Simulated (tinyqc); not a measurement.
Worked calculation: classical Heisenberg spin chain: exact results, Metropolis, heat-bath and over-relaxation steps, and a Monte Carlo run. Computed by tinyqc, a small Python program that keeps every step. Command: `OMP_NUM_THREADS=1 python tinyqc.py 3130352 3130353 out.jsonl heismc walk`. One thread of a shared host (Intel(R) Xeon(R) Processor @ 2.30GHz), about 0.2 s of CPU time with the checks. Intermediate numbers are printed to about 6 digits and carried at full precision; extremes and crossings named in words are read from the listed rows.

E = -J sum_i s_i . s_(i+1) for unit vectors s_i on an open chain; K = J/(k_B T).

Inputs (values chosen for the exercise, for a model chain of large moments):

| quantity | value | unit |
|---|---|---|
| coupling J | 30 | meV |
| temperature T | 745 | K |
| moment mu | 2.7 | mu_B |
| length N of the open chain | 16 | - |
| seed | 2834 | - |

Update: heat bath with over-relaxation.

Constants: k_B = 8.617333262e-05 eV/K; mu_B = 5.7883818060e-05 eV/T.

## Exact results

Each bond angle is independent, so u = <s_i . s_(i+1)> = coth K - 1/K, <s_i . s_(i+n)> = u^n, correlation length xi = -1/ln|u|, energy per bond -J u, heat capacity per bond c/k_B = 1 - K^2/sinh^2 K, and for the long chain chi = mu^2 (1 + u)/(3 k_B T (1 - u)) per spin.

K = 0.467296

u = 0.153544

xi = 0.533684 sites

energy per bond = -4.60632 meV

heat capacity = 0.0697165 k_B/bond

chi over the Curie value = 1.36279

chi = 0.00298582 mu_B/T per spin

For |K| << 1, u = K/3 = 0.1558.

## Finite chain

For N spins, <|sum s|^2>/N = (1 + u)/(1 - u) - 2 u (1 - u^N)/(N (1 - u)^2); the long chain has (1 + u)/(1 - u), chi over the Curie value, and the difference is relative to it.

<|sum s|^2>/N = 1.33600

difference from the long chain = -1.96564 %

## Four single-spin steps

four neighbouring spins (rows; components x, y, z):
```
         1        2       3
1  -0.4531  -0.6903  0.5641
2  -0.2428  -0.3520  0.9040
3  -0.8551  -0.2116  0.4732
4  -0.3215   0.2857  0.9028
```

random numbers, one row a step:
```
        1       2       3
1  0.7422  0.5916  0.0138
2  0.4049  0.7876  0.3243
3  0.0805  0.2501  0.7345
4  0.0886  0.2954  0.2647
```

The given spins are first normalised. Spins 2 and 3 are updated in turn, with h = K (sum of the two neighbours). Heat bath: cos(theta) = 1 + ln(1 - r1 (1 - exp(-2 |h|)))/|h| about n = h/|h|, azimuth 2 pi r2 = phi in the frame a = n x z/|n x z|, b = n x a: s = n cos(theta) + sin(theta)(a cos(phi) + b sin(phi)); r1, r2 are the first two numbers of the row. Steps 2 and 4 are reflections, s -> 2 (s . h) h/|h|^2 - s, which keep the energy and use no random number.

Steps:

| spin | \|h\| | h . s before | h . s after | move | x | y | z |
|---|---|---|---|---|---|---|---|
| 2 | 0.886750 | 0.734960 | -0.070937 | heat bath | 0.773951 | -0.482105 | 0.410578 |
| 3 | 0.655584 | 0.129050 | 0.129050 | reflection | 0.982117 | 0.156495 | -0.104667 |
| 2 | 0.411612 | 0.399732 | 0.365402 | heat bath | 0.702389 | -0.708319 | 0.070241 |
| 3 | 0.526713 | 0.096310 | 0.096310 | reflection | -0.858536 | -0.293615 | 0.420364 |

## A run and its error bars

From the ordered state (alternating for J < 0), with each spin drawn from exp(h . s), h = K x sum of neighbours, 200 sweeps are discarded and 1600 recorded (even and odd sites in turn, each heat-bath sweep followed by two sweeps of reflections; random numbers not printed, so these rows are one sample). Errors are the scatter of block means over sqrt(number of blocks).

Blocking:

| block length | mean bond product | error | <\|sum s\|^2>/N | error |
|---|---|---|---|---|
| 1 | 0.152158 | 0.00360978 | 1.32913 | 0.0243735 |
| 4 | 0.152158 | 0.00365499 | 1.32913 | 0.0256726 |
| 16 | 0.152158 | 0.00352483 | 1.32913 | 0.0253019 |
| 40 | 0.152158 | 0.00399929 | 1.32913 | 0.0228177 |
| 80 | 0.152158 | 0.00407998 | 1.32913 | 0.0240470 |

With blocks of 40 the bond product is 0.3 error bars from the exact u = 0.1535, and <|sum s|^2>/N is 0.3 from the exact 1.336. Blocking to 40 changes the two errors by factors 1.1 and 0.9.

Checks made by the program: c against a difference of the energy (relative difference 2e-10).
